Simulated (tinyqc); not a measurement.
# Chemical-mechanical planarisation: Preston law, pattern density and step-height reduction, step by step

A worked calculation. Computed by tinyqc, a small Python program that keeps every step. Command: `OMP_NUM_THREADS=1 python tinyqc.py 3018423 3018424 out.jsonl cmp walk`. One thread of a shared host (Intel(R) Xeon(R) Processor @ 2.30GHz), about 0.01 s of CPU time with the checks. Intermediate numbers are printed to about 7 digits and carried at full precision; extremes and crossings named in words are read from the listed rows.

A row of 8 cells, repeated periodically, holds raised features that cover a share rho of each cell.

Inputs (values chosen for the exercise, close to those used for copper polishing):

| quantity | value | unit |
|---|---|---|
| Preston coefficient K | 1.6e-13 | 1/Pa |
| pressure P | 23 | kPa |
| platen and carrier speed | 93 | rpm |
| distance between the centres | 14 | cm |
| initial step height h0 | 210 | nm |
| contact height h_c | 20 | nm |
| film above the raised areas z0 | 340 | nm |
| cell size | 2.2 | mm |
| planarisation length | 4 | mm |
| polish time t | 27 | s |

local pattern densities, cell by cell: 0.6  0.4  0.5  0.3  0.2  0.9  0.25  0.1

## Blanket rate

With equal rotation speeds the relative speed is uniform, v = omega r_c; Preston rate R0 = K P v.

relative speed v = 1.363451 m/s

blanket rate R0 = 5.017500 nm/s

## Effective density

The stiff pad averages the density: rho_eff(i) = sum_j w_ij rho_j / sum_j w_ij, w = exp(-2 d^2/L^2), L the planarisation length and d the distance between cell centres, summed over all periodic images of cell j.

normalised weights (images included) for cells 0, 1, 2, ... apart: 0.4388364  0.2396374  0.0390220  0.0018949  0.0000549

effective densities: 0.4146720  0.4556466  0.4202907  0.3517419  0.4055790  0.5205048  0.3819180  0.2996470

Local densities span 0.1 to 0.9, effective ones 0.300 to 0.521.

## State at time t

While h > h_c only raised areas polish, at R0/rho_eff, until t_c = rho_eff (h0 - h_c)/R0. After that h = h_c exp(-(t - t_c)/tau), tau = rho_eff h_c/R0; low areas polish at R0 (1 - h/h_c) and raised areas at R0 [1 + (1 - rho_eff) h/(rho_eff h_c)]. Removed from raised areas after t_c: h0 - h_c + R0 (t - t_c) + (1 - rho_eff)(h_c - h); from low areas: R0 (t - t_c) - rho_eff (h_c - h). Film left = z0 less the removal from raised areas.

Cells:

| cell | rho_eff | t_c (s) | step h (nm) | removed, raised (nm) | removed, low (nm) | film left on raised areas (nm) |
|---|---|---|---|---|---|---|
| 1 | 0.4146720 | 15.70257 | 0.0215115 | 258.3788 | 48.40032 | 81.6212 |
| 2 | 0.4556466 | 17.25418 | 0.0934591 | 249.7359 | 39.82931 | 90.2641 |
| 3 | 0.4202907 | 15.91534 | 0.0267614 | 257.1960 | 47.22272 | 82.8040 |
| 4 | 0.3517419 | 13.31957 | 0.0011573 | 271.6060 | 61.60711 | 68.3940 |
| 5 | 0.4055790 | 15.35825 | 0.0149150 | 260.2920 | 50.30696 | 79.7080 |
| 6 | 0.5205048 | 19.71020 | 0.5958076 | 235.8808 | 26.47662 | 104.1192 |
| 7 | 0.3819180 | 14.46226 | 0.0052998 | 265.2665 | 55.27176 | 74.7335 |
| 8 | 0.2996470 | 11.34687 | 0.0000407 | 282.5466 | 72.54666 | 57.4534 |

range of film left across the row = 46.66580 nm

largest remaining step = 0.5958076 nm

thinnest film left = 57.45338 nm

8 of 8 cells have reached contact. The cell with the lowest rho_eff has lost the most film from its raised areas.

## Local against global planarity over time

Times are multiples of h0/R0; the range is the largest minus the smallest removal from raised areas.

Steps and range (nm):

| multiple | t (s) | largest step | smallest step | range across the row | mean removal from raised areas |
|---|---|---|---|---|---|
| 0.10 | 4.18535 | 169.6546 | 139.9175 | 29.73702 | 52.9488 |
| 0.20 | 8.37070 | 129.3091 | 69.8351 | 59.47404 | 105.8976 |
| 0.30 | 12.55605 | 88.9637 | 7.2671 | 83.94823 | 158.1886 |
| 0.45 | 18.83408 | 28.4455 | 0.0379 | 59.99307 | 216.1429 |
| 0.60 | 25.11211 | 1.4801 | 0.0002 | 47.08970 | 250.5645 |
| 0.80 | 33.48281 | 0.0262 | 0.0000 | 46.39270 | 292.6857 |
| 1.00 | 41.85351 | 0.0005 | 0.0000 | 46.38037 | 334.6875 |
| 1.30 | 54.40956 | 0.0000 | 0.0000 | 46.38014 | 397.6875 |
| 1.70 | 71.15097 | 0.0000 | 0.0000 | 46.38014 | 481.6875 |

Local steps shrink to 0.01 nm or less, but the range across the row reaches up to 83.9 nm among these rows and ends at 46.4 nm, against the limit (largest - smallest rho_eff) h0 = 46.4 nm: once flat, all cells polish alike and the difference stays. Evener density (dummy fill), a longer planarisation length or a smaller initial step reduces it. Caution: in the last rows the removal passes z0 somewhere, so they describe a thicker film than the one given.

Checks made by the program: volume removed per cell equals R0 t (relative difference below 1e-10).
